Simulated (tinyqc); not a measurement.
# Long-channel MOSFET, surface-potential model: output curve

n-channel transistor on a uniformly doped p-type body, gradual-channel approximation, constant mobility, Boltzmann statistics, full ionisation. Potentials are counted from the neutral body; V is the electron quasi-Fermi potential, Vsb at the source and Vsb + Vds at the drain. Charges are magnitudes per area.

ni = sqrt(Nc Nv) exp(-Eg/(2 Vt)), Eg in volts; phiF = Vt ln(Na/ni); Cox = eps0 eox/tox; gamma = sqrt(2 q eps0 eps_r Na)/Cox. The surface potential psi at channel potential V solves Vgs + Vsb - Vfb - psi = gamma sqrt(G), G = psi - Vt + Vt exp((psi - 2 phiF - V)/Vt). Charge sheet: Qi = Cox gamma [sqrt(G) - sqrt(psi - Vt)]; I = mu (W/L) [integral of Qi dpsi from psi_0 to psi_L (drift) + Vt (Qi0 - QiL) (diffusion)], with psi_0 at V = Vsb and psi_L at V = Vsb + Vds. Pao-Sah: Qi(V) = (Cox gamma/2) integral from 3 Vt to psi of exp((u - 2 phiF - V)/Vt)/sqrt(G(u, V)) du, and I = mu (W/L) integral of Qi dV from Vsb to Vsb + Vds. Square law: VT = Vfb + 2 phiF + gamma sqrt(2 phiF + Vsb), m = 1 + gamma/(2 sqrt(2 phiF + Vsb)), I = mu Cox (W/L) [(Vgs - VT) v - m v^2/2] with v the smaller of Vds and (Vgs - VT)/m, and zero below VT.

Values chosen for this exercise; material values close to those of 4H silicon carbide:
- T = 350 K (temperature)
- Eg = 3.23 eV (band gap)
- eps_r = 9.73 (relative permittivity of the semiconductor)
- Nc = 2.13e19 cm^-3 (conduction-band density of states at T)
- Nv = 3.19e19 cm^-3 (valence-band density of states at T)
- Na = 1.4e17 cm^-3 (acceptor density of the body)
- eox = 25.7 (relative permittivity of the gate insulator)
- tox = 120 nm (insulator thickness)
- Vfb = -1.87 V (flat-band voltage)
- mu = 580 cm^2/(V s) (channel mobility)
- W = 10 um (gate width)
- L = 5 um (gate length)
- Vsb = 0 V (source-body reverse bias)
- Vgs = 3.11 V (gate-source voltage)

Constants: q = 1.602176634e-19 C, kB = 1.380649e-23 J/K, Vt = kB T/q, eps0 = 8.8541878128e-14 F/cm where lengths are in cm. Results are converted to the units shown.

Output curve:
```
Vds (V)	psi_L (V)	QiL (nC/cm^2)	I, charge sheet (uA)	I, Pao-Sah (uA)	I, square law (uA)
0.04	3.039	27.02	1.429	1.443	2.369
0.08	3.069	19.60	2.504	2.528	4.279
0.12	3.097	12.90	3.252	3.282	5.731
0.16	3.119	7.315	3.714	3.748	6.724
0.2	3.135	3.335	3.953	3.989	7.258
0.24	3.144	1.186	4.052	4.088	7.359
0.28	3.148	0.3525	4.084	4.120	7.359
0.32	3.149	0.09690	4.093	4.130	7.359
0.36	3.149	0.02597	4.095	4.132	7.359
```

The Pao-Sah current rises from 1.44 to 4.13 uA, while the charge at the drain end falls from 27.0 to 0.0260 nC/cm^2. The current first comes within 1 % of its last value at Vds = 0.28 V among the rows listed; the square law saturates at (Vgs - VT)/m = 0.227 V. Over the last two rows psi_L moves by less than 1 mV: the drain has lost hold of the surface potential, so the current no longer grows. In the last row the charge sheet is 0.89 % below Pao-Sah and the square law 78 % above it.

tinyqc, about 0.05 s, one thread, Intel Xeon 2.30GHz (shared host): `OMP_NUM_THREADS=1 python tinyqc.py 2360148 2360149 out.jsonl`
